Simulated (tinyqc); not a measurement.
# Dose and depth of a threshold implant

Question. A sheet of D acceptors per cm^2 lies at depth xi inside the depleted layer of a body doped Na. In the depletion approximation VT = Vfb + f2 + q D/Cox + gamma sqrt(f2 + Vsb - q D xi/(eps0 eps_r)), gamma = sqrt(2 eps0 eps_r q Na)/Cox, Cox = eps0 eox/tox. Find gamma, D and xi.

Parameters, values chosen for the exercise; band and dielectric values close to those of silicon:

| symbol | value | unit | meaning |
|---|---|---|---|
| eps_r | 11.6 |  | relative permittivity |
| Na | 2e17 | cm^-3 | acceptor density deep in the body |
| eox | 3.9 |  | relative permittivity of the gate insulator (close to silicon dioxide) |
| tox | 2.4 | nm | insulator thickness |
| Vfb | -0.78 | V | flat-band voltage |
| f2 | 0.846 | V | band bending 2 phiF at threshold |

Constants: q = 1.602176634e-19 C, eps0 = 8.8541878128e-14 F/cm where lengths are in cm. Results are converted to the units shown.

VT against the source at Vsb = 0 and 1.3 V (V): [0.36983670, 0.47808374]

Answer. With y^2 = f2 - q D xi/(eps0 eps_r) and d the difference of the thresholds over gamma, sqrt(y^2 + Vsb) - y = d gives y = (Vsb - d^2)/(2 d). The first threshold then gives D, and y^2 gives xi.

gamma = 0.1783 V^0.5
D = 1.500e12 cm^-2
xi = 11.00 nm

tinyqc, about 0.5 s, one thread, Intel Xeon 2.30GHz (shared host): `OMP_NUM_THREADS=1 python tinyqc.py 2080171 2080172 out.jsonl`
